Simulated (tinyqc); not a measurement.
Plane-wave Kohn-Sham cycle with exchange-only LDA in a layered model solid, step by step. One step of it, computed by the program tinyqc.

Task: Iteration 2: potential. V_H(G) = 4 pi rho(G)/G^2 for G != 0 (uniform background); v_x = -(3 rho/pi)^(1/3); V = V_ext + V_H + v_x; Fourier components f(G_m) = (1/N) sum_j f(x_j) exp(-i G_m x_j).

A solid whose potential varies along x alone (atomic units):
```
parameter,value
period a,9.800000
cross-section of the cell,24.000000
electrons per cell,4
grid points,16
"plane waves -n..n, n",3
k points,3
V1 in V1 cos(2 pi x/a),-0.760000
V2 in V2 cos(4 pi x/a),0.040000
```

density after iteration 1 (e/bohr^3): 0.01738234  0.01859348  0.01971140  0.01827583  0.01611167  0.01528490  0.01550645  0.01587299  0.01601306  0.01587299  0.01550645  0.01528490  0.01611167  0.01827583  0.01971140  0.01859348

Give: Potentials on the grid; V(G_m), m = 0, 1, 2, ....

Result:

Potentials on the grid (hartree):
```
x,V_ext,V_H,v_x,V
0.0000,-0.7200,0.0535,-0.2551,-0.9216
0.6125,-0.6739,0.0521,-0.2609,-0.8827
1.2250,-0.5374,0.0432,-0.2660,-0.7602
1.8375,-0.3191,0.0227,-0.2594,-0.5558
2.4500,-0.0400,-0.0035,-0.2487,-0.2922
3.0625,0.2626,-0.0260,-0.2444,-0.0079
3.6750,0.5374,-0.0409,-0.2456,0.2509
4.2875,0.7304,-0.0488,-0.2475,0.4342
4.9000,0.8000,-0.0512,-0.2482,0.5006
5.5125,0.7304,-0.0488,-0.2475,0.4342
6.1250,0.5374,-0.0409,-0.2456,0.2509
6.7375,0.2626,-0.0260,-0.2444,-0.0079
7.3500,-0.0400,-0.0035,-0.2487,-0.2922
7.9625,-0.3191,0.0227,-0.2594,-0.5558
8.5750,-0.5374,0.0432,-0.2660,-0.7602
9.1875,-0.6739,0.0521,-0.2609,-0.8827
```

V(G_m), m = 0, 1, 2, ... (hartree): -0.2530  -0.3565  0.0204  0.0008  0.0008  0.0002  0.0000
